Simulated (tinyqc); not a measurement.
Valence-band offset from core levels (Kraut method), with the dipole against the affinity rule: one step of the calculation.

Binding energies are counted downwards from the Fermi level. dEv > 0 means that the valence edge of B lies below that of A, dEc > 0 that the conduction edge of B lies above that of A; dEc + dEv = EgB - EgA. The spectra are made-up values treated as data.

Task. Interface dipole. The affinity rule gives dEc(0) = chiA - chiB; the dipole step is D = dEc - dEc(0), and two sheets of opposite charge dd apart hold N = eps0 ei |D|/(q dd).

Parameters, values chosen for the exercise; gaps and affinities close to those of gallium arsenide (A) and tantalum oxide (B):
- chiA = 4.01 eV (electron affinity of A)
- chiB = 3.29 eV (electron affinity of B)
- ei = 8.6 (relative permittivity inside the dipole layer)
- dd = 0.23 nm (thickness of the dipole layer)

Constants: q = 1.602176634e-19 C, eps0 = 8.8541878128e-14 F/cm where lengths are in cm. Results are converted to the units shown.

dEc = 0.91961832 eV

Give: dEc(0); D; N; field in the dipole layer.

Result.

dEc(0) = 0.72000 eV
D = 0.19962 eV
N = 4.1249e13 cm^-2
field in the dipole layer = 8.6791 MV/cm

N is 0.059 elementary charges for each of about 7e14 surface atoms per cm^2.

tinyqc, about 0.01 s, one thread, Intel Xeon 2.30GHz (shared host): `OMP_NUM_THREADS=1 python tinyqc.py 2410171 2410172 out.jsonl`
